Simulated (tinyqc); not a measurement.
## Narrowing from the saturation current

Problem. A uniform n-type emitter has J0 = (q p0 D/L)(s + tanh(W/L))/(1 + s tanh(W/L)), D = mup Vt, s = S L/D, and p0 = (ni^2/N) exp(dE_app/kB T), where dE_app = dEg + kB T ln[(N/Nc) exp(-eta)]. Find p0, dE_app and dEg.

Values chosen for this exercise; band and dielectric values close to those of silicon: temperature T = 300 K; conduction-band density of states at 300 K Nc = 2.82e19 cm^-3; ionised donor density N = 3.1e19 cm^-3; minority-hole mobility mup = 230 cm^2/(V s); emitter width W = 58 nm; recombination velocity at the contact S = 2600 cm/s.

Constants: q = 1.602176634e-19 C, kB = 1.380649e-23 J/K, Vt = kB T/q. Results are converted to the units shown.

J0 = 78.705484 fA/cm^2
L = 1842.5738 nm
ni = 1.5626131e10 cm^-3
converged eta = 0.47753214

Answer. J0 gives p0, its ratio to ni^2/N gives dE_app, and the degeneracy term is taken off.

p0 = 136.2 cm^-3
dE_app = 73.69 meV
dEg = 83.59 meV

Numbers from tinyqc (`OMP_NUM_THREADS=1 python tinyqc.py 2330136 2330137 out.jsonl`; about 0.01 s on one thread of a shared Intel Xeon 2.30GHz).
